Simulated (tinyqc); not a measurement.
Inside a calculation. Method: CIS on RHF in the sto-6g basis, for H3-, spin multiplicity 1. The basis has no diffuse functions, so it cannot describe the extra electron: this is an exercise in the method, not the real anion. One step of it, computed by the program tinyqc.

Problem. CIS triplet states. Diagonalise A (1 hartree = 27.211386 eV); each vector has its largest component positive (the first on a tie).

CIS matrix A, triplet (hartree), order 1>3, 2>3:
$$\begin{pmatrix}
0.412278 & 0.000496 \\
0.000496 & -0.199865
\end{pmatrix}$$

Give: triplet excitation energies; lowest vectors.

Solution.

triplet excitation energies (eV): [-5.4386, 11.2187]

lowest vectors, order 1>3, 2>3:
$$\begin{pmatrix}
-0.0008 & 1.0000 \\
1.0000 & 0.0008
\end{pmatrix}$$

A negative triplet energy shows that the restricted solution is unstable towards a spin-polarised one.
